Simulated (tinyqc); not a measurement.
## Trap density from two Hall measurements

Question. p-type body, charge-sheet picture, full ionisation (an idealisation for deep acceptors), Boltzmann statistics for free electrons. e = Ec - EF at the surface. psi = Eg - Vt ln(Nv/Na) - e; N_dep = sqrt(2 eps0 eps_r Na (psi - Vt)/q); n_f = sqrt(N_dep^2 + 2 eps0 eps_r Vt Nc exp(-e/Vt)/q) - N_dep; Vg = Vfb + psi + q (N_dep + n_t + n_f)/Cox, Cox = eps0 eox/tox. Find e and n_t at both points and the mean trap density between them.

Inputs (values chosen for the exercise); band and dielectric values close to those of gallium nitride:

| symbol | value | unit | meaning |
|---|---|---|---|
| T | 475 | K | temperature |
| Eg | 3.44 | eV | band gap |
| eps_r | 9.41 |  | relative permittivity |
| Nc | 4.56e18 | cm^-3 | conduction-band density of states at T |
| Nv | 9.14e19 | cm^-3 | valence-band density of states at T |
| eox | 3.9 |  | relative permittivity of the insulator |
| tox | 45 | nm | insulator thickness |
| Na | 2e17 | cm^-3 | acceptor density |
| Vfb | -2.13 | V | flat-band voltage without trapped charge |

Constants: q = 1.602176634e-19 C, kB = 1.380649e-23 J/K, Vt = kB T/q, eps0 = 8.8541878128e-14 F/cm where lengths are in cm. Results are converted to the units shown.

Vg (V): [6.8596812, 7.6065879]
free sheet density from the Hall effect (cm^-2): [6.9087609e9, 3.4086730e10]

Answer. Each n_f fixes e; what the gate voltage holds beyond psi, N_dep and n_f is trapped; the difference quotient is the density, smeared over a few Vt.

e (eV): [0.1650, 0.09900]
n_t (cm^-2): [3.591e11, 6.306e11]
mean trap density = 4.114e12 cm^-2 eV^-1

Program tinyqc, `OMP_NUM_THREADS=1 python tinyqc.py 2222129 2222130 out.jsonl`; Intel Xeon 2.30GHz, shared host, one thread, about 0.02 s.
